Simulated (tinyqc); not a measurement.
## Fermi-level pinning from two metals

Problem. Cowley-Sze model with the space charge neglected: phiB = S (phiM - chi) + (1 - S)(Eg - phi0), S = 1/(1 + q Dit dl/(eps0 ei)), dl in cm. Find S, phi0 and Dit.

Inputs (values chosen for the exercise); band and dielectric values close to those of In0.53Ga0.47As: band gap Eg = 0.736 eV; electron affinity chi = 4.55 eV; thickness of the interfacial layer dl = 0.3 nm; relative permittivity of the interfacial layer ei = 1.

Constants: q = 1.602176634e-19 C, eps0 = 8.8541878128e-14 F/cm where lengths are in cm. Results are converted to the units shown.

barriers for metals with phiM = 4.79 and 5.47 eV (eV): 0.32483715  0.40390734

Answer. S is the slope of phiB against phiM; either barrier then gives phi0, and S gives Dit.

S = 0.1163
phi0 = 0.4000 eV
Dit = 1.400e14 cm^-2 eV^-1

tinyqc, about 0.09 s, one thread, Intel Xeon 2.30GHz (shared host): `OMP_NUM_THREADS=1 python tinyqc.py 2020045 2020046 out.jsonl`
